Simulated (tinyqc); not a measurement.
# Capacitance shares from swing and barrier lowering

Question. Below threshold the charge is negligible, so the band edge moves as -(aG Vg + aD Vd), aG = CG/CS, aD = CD/CS (CG, CD the capacitances of the barrier top to gate and drain, CS the total), and I goes as exp((aG Vg + aD Vd)/Vt) once Vd is well above Vt. Find aG, aD, CS and CD.

Values chosen for this exercise:
```
symbol  value  unit      meaning
T         300     K  temperature
```

Constants: q = 1.602176634e-19 C, kB = 1.380649e-23 J/K, Vt = kB T/q. Results are converted to the units shown.

swing = 62.659399 mV/decade
DIBL = 23.157895 mV/V
CG = 14.984010 uF/cm^2

Answer. The swing is Vt ln 10/aG and the DIBL, -dVg/dVd at fixed current, is aD/aG.

aG = 0.9500
aD = 0.02200
CS = 15.77 uF/cm^2
CD = 0.3470 uF/cm^2

Computed by the program tinyqc: `OMP_NUM_THREADS=1 python tinyqc.py 2400130 2400131 out.jsonl`, one thread of a shared Intel Xeon 2.30GHz, about 0.01 s for the whole run.
